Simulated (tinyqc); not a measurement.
Coverage along the feature as the dose grows: atomic layer deposition: Langmuir saturation, growth per cycle and coating of deep features. Computed by tinyqc, a small Python program. Command: `OMP_NUM_THREADS=1 python tinyqc.py 3024216 3024217 out.jsonl ald walk`. One thread of a shared host (Intel(R) Xeon(R) Processor @ 2.30GHz), about 0.02 s of CPU time with the checks.

Precursor A sticks only on free sites, so a long enough pulse saturates; co-reactant B then frees the sites again.

Inputs (values chosen for the exercise, modelled on zinc oxide from diethylzinc and water):
```
quantity,value,unit
precursor mass M,124,u
site density q,7.6,1/nm^2
sticking probability beta on free sites,0.014,-
precursor pressure p,11,Pa
temperature T,175,C
pulse time t,0.0083,s
desorption energy E_d,1.28,eV
aspect ratio a,7.7,-
```

Feature: long trench.

Constants: u = 1.6605390666e-27 kg; k_B = 1.380649e-23 J/K; k_B = 8.617333262e-05 eV/K.

Method:
- Wall flux F = p/sqrt(2 pi M k_B T); rate of filling k_a = beta F/q; desorption k_d = 1e13 exp(-E_d/(k_B T)) per second. 1/m^2 = 1e-18/nm^2.
- Temperatures in kelvin are T(C) + 273.15.
- Diffusion-limited filling (Gordon) of a long trench of width w, hydraulic diameter 2w, so that a is replaced by a/2 in the hole formula: t = (q/F)(1 + 19a/8 + 3a^2/8). Reaction-limited filling needs ln(100)/k_a at any depth, k_a = beta F/q. Flow is molecular. The front picture holds when the modulus (a/2) sqrt(beta) is well above 1.
- Depth reached by the given pulse: solve the same formula for a. Exposure = p x diffusion-limited time; 1 langmuir = 1.33322e-4 Pa s.
- Continuum model with steady gas transport: d2n/dz2 = 3 beta (1 - th) n/d_h^2 (d_h the hydraulic diameter, n = 1 at the mouth, no flux at the floor, 60 cells), d th/dt = beta F n (1 - th)/q; no desorption. Times are multiples of the larger of the Gordon time and ln(100)/k_a.

diffusion-limited time = 0.00256667 s

time to 99 % without desorption, ln(100)/k_a = 0.0203337 s

flux F = 122946 1/(nm^2 s)

modulus = 0.455538

Coverage:
```
multiple,t (s),top cell,quarter depth,half depth,three quarters,floor cell
0.05,0.001017,0.205,0.187,0.173,0.165,0.163
0.10,0.002033,0.368,0.341,0.320,0.308,0.304
0.20,0.004067,0.601,0.571,0.548,0.534,0.529
0.40,0.008133,0.841,0.823,0.809,0.800,0.796
0.60,0.012200,0.937,0.928,0.922,0.917,0.916
0.80,0.016267,0.975,0.971,0.969,0.967,0.966
1.00,0.020334,0.990,0.989,0.987,0.987,0.986
1.30,0.026434,0.997,0.997,0.997,0.997,0.997
```

What does the comparison show, and why?

At a multiple of 0.2 the coverage is 0.60 at the top and 0.53 at the floor. The coverage falls gradually with depth, without a sharp front. In the last row the floor reaches 0.997. Caution: the modulus is not well above 1 or the Gordon time is under three times ln(100)/k_a, so there is no sharp front: the Gordon time is only a lower bound and the reaction time must be met as well.
